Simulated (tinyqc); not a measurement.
# Worked calculation: chip with leakage that grows with temperature, electro-thermal loop and runaway

Numbers from tinyqc (`OMP_NUM_THREADS=1 python tinyqc.py 2520102 2520103 out.jsonl`; about 0.01 s on one thread of a shared Intel Xeon 2.30GHz). Printed values are rounded.

One temperature T for the device, T = T0 + Rth P(T), with P(T) = Pd + Pl (T/300 K)^2 exp[(q Ea/kB)(1/(300 K) - 1/T)]. The loop gain is Rth dP/dT; a solution is thermally stable when it is below one.

Parameters, values chosen for the exercise:
- T0 = 360 K (ambient temperature)
- Pd = 29 W (temperature-independent switching power)
- Pl = 0.0591 W (leakage power at 300 K)
- Ea = 0.58 eV (activation energy of the leakage)
- Rth = 0.59 K/W (thermal resistance)

Constants: q = 1.602176634e-19 C, kB = 1.380649e-23 J/K. Results are converted to the units shown.

## Iteration 1: temperature by substitution

T at the start = 360 K

P(T) = Pd + Pl (T/300 K)^2 exp[(q Ea/kB)(1/(300 K) - 1/T)]; T(new) = T0 + Rth P(T).

P = 32.5800 W
T after iteration 1 = 379.222 K

## Iteration 2: temperature by substitution

As before.

P = 39.2479 W
T after iteration 2 = 383.156 K

## Course of the iteration: temperature by substitution

Stop when T changes by less than 1e-6 K, or after 200 iterations.

Course of the iteration:

| iteration | T (K) | \|change\| (K) |
|---|---|---|
| 1 | 379.222 | 19.2 |
| 2 | 383.156 | 3.93 |
| 3 | 384.516 | 1.36 |
| 4 | 385.047 | 0.531 |
| 5 | 385.263 | 0.216 |
| 6 | 385.353 | 0.0897 |
| 7 | 385.390 | 0.0374 |
| 8 | 385.406 | 0.0157 |
| 9 | 385.412 | 6.57e-3 |
| ... | ... | ... |
| 12 | 385.417 | 4.85e-4 |
| 13 | 385.417 | 2.03e-4 |
| 14 | 385.417 | 8.53e-5 |
| 15 | 385.417 | 3.58e-5 |
| 16 | 385.417 | 1.50e-5 |
| 17 | 385.417 | 6.30e-6 |
| 18 | 385.417 | 2.64e-6 |
| 19 | 385.417 | 1.11e-6 |
| 20 | 385.417 | 4.65e-7 |

Converged in 20 iterations. At the end each change is about 0.42 times the one before: linear convergence.

## Loop gain and effective thermal resistance

converged T = 385.417 K

P(T) = Pd + Pl (T/300 K)^2 exp[(q Ea/kB)(1/(300 K) - 1/T)]; P'(T) = (P - Pd)(2/T + q Ea/(kB T^2)); G = Rth P'. A small change of T0 changes T by 1/(1 - G) times as much.

P = 43.0801 W
G = 0.419507
dT/dT0 = 1.72268

The feedback is positive: heating raises the power. A second, unstable solution lies at 421.6 K; above it the temperature runs away.
